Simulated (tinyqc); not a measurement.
Deep-level transient spectroscopy: one step of the calculation.

Schottky contact on an n-type layer with shallow donors Nd (all ionised) and a donor-like deep trap, neutral when filled and positive when empty; depletion approximation. Traps within lam of the depletion edge stay filled. A long pulse to Vp fills the traps beyond x1 = Wp - lam; back at Vr those between x1 and x2 = Wr - lam emit. A rate window reads S = C(t2) - C(t1).

Task. The transient. W(t)^2 = Wr^2 + (Nt/Nd)(x2^2 - x1^2) exp(-en t), C = eps0 eps_r/W; for small Nt, dC/C = -(Nt/2 Nd) G exp(-en t) with G = (x2^2 - x1^2)/Wr^2. S = C(t2) - C(t1).

Parameters, values chosen for the exercise; material values close to those of indium phosphide:
```
symbol,value,unit,meaning
eps_r,12.6,,relative permittivity
Nd,1e16,cm^-3,shallow donor density
Nt,4.3e14,cm^-3,trap density
t1,10,ms,first sampling time
t2,50,ms,second sampling time
```

Constants: eps0 = 8.8541878128e-14 F/cm where lengths are in cm. Results are converted to the units shown.

t, sample 0 to 6 (ms): 0  5  10  30  50  100  250
en = 47.775139 1/s
Wr = 806.67828 nm
G = (x2^2 - x1^2)/Wr^2 = 0.59075778

Wanted: C; C - C(final); S.

Result.

```
sample	C (nF/cm^2)	C - C(final) (pF/cm^2)
0	13.658	-172.38
1	13.694	-136.29
2	13.722	-107.67
3	13.788	-41.71
4	13.814	-16.09
5	13.828	-1.48
6	13.830	0.00
```

S = 91.581 pF/cm^2

Numbers from tinyqc (`OMP_NUM_THREADS=1 python tinyqc.py 2050127 2050128 out.jsonl`; about 0.01 s on one thread of a shared Intel Xeon 2.30GHz).
